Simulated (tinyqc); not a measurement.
Smoothing against break-up: capillary instabilities by surface diffusion: grooving and agglomeration of films, edge retraction, wire break-up and smoothing of roughness. Computed by tinyqc, a small Python program. Command: `OMP_NUM_THREADS=1 python tinyqc.py 3013495 3013496 out.jsonl dewet walk`. One thread of a shared host (Intel(R) Xeon(R) Processor @ 2.30GHz), about 0.01 s of CPU time with the checks.

Isotropic surface energy; shapes change by surface diffusion alone.

Inputs (values chosen for the exercise, of the order of those of a nickel silicide film):

| quantity | value | unit |
|---|---|---|
| surface energy gamma_s | 1.45 | J/m^2 |
| grain-boundary energy gamma_b | 0.37 | J/m^2 |
| interface energy gamma_i | 0.93 | J/m^2 |
| atomic volume Omega | 12.2 | angstrom^3 |
| surface sites nu | 12 | 1/nm^2 |
| prefactor D0 | 0.00075 | m^2/s |
| activation energy Q | 1.97 | eV |
| temperature T | 852 | K |
| film thickness h | 15 | nm |
| grain radius R | 120 | nm |
| wire radius r | 12 | nm |
| initial ripple over radius | 0.01 | - |
| roughness wavelength lambda | 130 | nm |

Grooves: at the surface and the interface.

Constants: k_B = 8.617333262e-05 eV/K; k_B = 1.380649e-23 J/K.

Method:
- Groove angle beta: sin(beta) = gamma_b/(2 gamma). For circular grains of radius R with spherical caps the groove ends (measured from the mean surface) at the depth R g(beta), g = (2 - 3 cos beta + cos^3 beta)/(3 sin^3 beta). The film parts if R [g(beta_s) + g(beta_i)] > h.
- B = D_s nu gamma_s Omega^2/(k_B T), D_s = D0 exp(-Q/(k_B T)).
- A wire with r + A cos(k z) has dA/dt = (B/r^4) (kr)^2 [1 - (kr)^2] A: unstable for wavelengths above 2 pi r, fastest at kr = 1/sqrt 2 with the rate B/(4 r^4); break-up time about (4 r^4/B) ln(r/A0); each wavelength makes a sphere of radius (3 r^2 lambda_m/4)^(1/3).
- Roughness of wavelength lambda on a flat face decays as exp[-B (2 pi/lambda)^4 t]; the smoothing time is that for a factor e^3.

beta_s = 7.33013 degrees

Times (s); the last column is (h/(0.780 tan beta_s))^4/B:

| T (K) | B (nm^4/s) | smoothing | wire break-up | groove to depth h |
|---|---|---|---|---|
| 724 | 3.7610e+00 | 1.4618e+05 | 1.0156e+05 | 1.3281e+08 |
| 767 | 2.0847e+01 | 2.6371e+04 | 1.8323e+04 | 2.3959e+07 |
| 809 | 9.2877e+01 | 5.9192e+03 | 4.1126e+03 | 5.3778e+06 |
| 852 | 3.6711e+02 | 1.4975e+03 | 1.0405e+03 | 1.3606e+06 |
| 895 | 1.2685e+03 | 4.3341e+02 | 3.0113e+02 | 3.9376e+05 |
| 937 | 3.8072e+03 | 1.4440e+02 | 1.0033e+02 | 1.3119e+05 |
| 1022 | 2.6556e+04 | 2.0702e+01 | 1.4384e+01 | 1.8809e+04 |

All times share 1/B, so their ratios do not depend on T: break-up over smoothing is 0.69. The wire breaks before this roughness is smoothed, at any temperature. Smoothing is safe for lambda well below 2 pi r, above which a ripple along the wire grows instead. B spans 3.8 decades over these rows.
